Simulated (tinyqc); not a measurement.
Optical transitions of a finite quantum well: one step. Absorption of one well. Three cases, with inputs chosen for the exercise.

Task: For light polarised along z (a real waveguide or Brewster geometry adds an angle factor), with all electrons in e1 and none in e2, the peak fractional absorption is 4 pi alpha Ns c f_12/(n_r m1 G) and the area under the Lorentzian line is pi G times that, c = hbar^2/2m0; 1e12/cm^2 = 1e-4/angstrom^2. EF - E1 = 2 pi c Ns/m1 at zero temperature.

Constants: hbar^2/2m0 = 3.80998211 eV angstrom^2; fine-structure constant alpha = 0.007297352564.

Case 1.

Values chosen (out of a larger set: near those of a GaAs well in AlGaAs; not measured data): Ns = 0.32 x 1e12/cm^2 (electrons in e1); n_r = 3.41 (refractive index); G = 20 meV (half width of the line).

Transitions:
```
pair,E (meV),wavelength (micrometre),|z| (angstrom),f
1-2,130.530,9.4986,20.0447,0.920055
```

m1 = 0.066839 m0

Case 2.

Values chosen (out of a larger set: near those of an InGaAs well in InAlAs; not measured data): Ns = 0.36 x 1e12/cm^2 (electrons in e1); n_r = 3.3 (refractive index); G = 20 meV (half width of the line).

Transitions:
```
pair,E (meV),wavelength (micrometre),|z| (angstrom),f
1-2,100.002,12.3981,30.0718,0.964649
1-3,266.528,4.6518,0.0000,0.000000
1-4,478.687,2.5901,2.2504,0.025860
```

m1 = 0.040641 m0

Case 3.

Values chosen (out of a larger set: near those of a GaAs well in AlGaAs; not measured data): Ns = 0.31 x 1e12/cm^2 (electrons in e1); n_r = 3.33 (refractive index); G = 5 meV (half width of the line).

Transitions:
```
pair,E (meV),wavelength (micrometre),|z| (angstrom),f
1-2,43.749,28.3399,35.7368,0.973474
1-3,111.559,11.1137,0.0000,0.000000
```

m1 = 0.066382 m0

Give: peak absorption; area; EF - E1.

Result:

Case 1.

peak absorption = 0.226 %
area = 14.18 % meV
EF - E1 = 11.5 meV

Case 2.

peak absorption = 0.452 %
area = 28.42 % meV
EF - E1 = 21.2 meV

Case 3.

peak absorption = 0.954 %
area = 14.98 % meV
EF - E1 = 11.2 meV

EF lies below e2, as assumed.

Computed by tinyqc, one run a case: `OMP_NUM_THREADS=1 python tinyqc.py N N+1 out.jsonl` with N = 1250173, 1250197, 1250724; one thread of a shared Intel(R) Xeon(R) Processor @ 2.30GHz, about 0.6 s a run at most.
